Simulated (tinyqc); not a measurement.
Raising U: Hubbard chain of 4 sites, mean field against exact. Computed by the program tinyqc. 

one-body matrix (hopping and site energies) (eV):
```
,1,2,3,4
1,0.3800,-0.7000,0.0000,0.0000
2,-0.7000,-0.1300,-0.7000,0.0000
3,0.0000,-0.7000,0.3100,-0.7000
4,0.0000,0.0000,-0.7000,0.1000
```

electrons, up and down: 2  2

Collinear unrestricted mean field (the lowest of 40 random starts) against exact diagonalisation.

Exact and mean-field results (eV):
```
U,U/t,E exact,E mean field,mean |n_up - n_down|,"double occupancy, exact",first gap in the sector
0.3500,0.5000,-2.219031,-2.203310,0.0000,0.2389,0.8094
0.7000,1.0000,-1.904800,-1.839423,0.0000,0.2103,0.7130
1.4000,2.0000,-1.390343,-1.132654,0.3471,0.1587,0.5650
2.1000,3.0000,-1.006018,-0.652521,0.6848,0.1176,0.4593
2.8000,4.0000,-0.721639,-0.357225,0.8144,0.0872,0.3818
4.2000,6.0000,-0.348751,-0.031805,0.9161,0.0503,0.2798
5.6000,8.0000,-0.125247,0.138157,0.9528,0.0315,0.2182
8.4000,12.0000,0.121247,0.310863,0.9791,0.0153,0.1499
14.0000,20.0000,0.331707,0.450177,0.9925,0.0058,0.0914
```

In absolute terms mean field is worst at U/t = 4.0, 0.364 eV too high: at small U it is nearly exact, and at large U it misses only exchange-scale energies. Its local moments set in at U/t = 2.0 of those listed, a broken symmetry that the exact state of a finite cluster with equal spins does not have. Relative to the exact energy its error is 0.7 % at the smallest U, 210 % at most and 36 % at the largest. The double occupancy falls from 0.239 to 0.006.
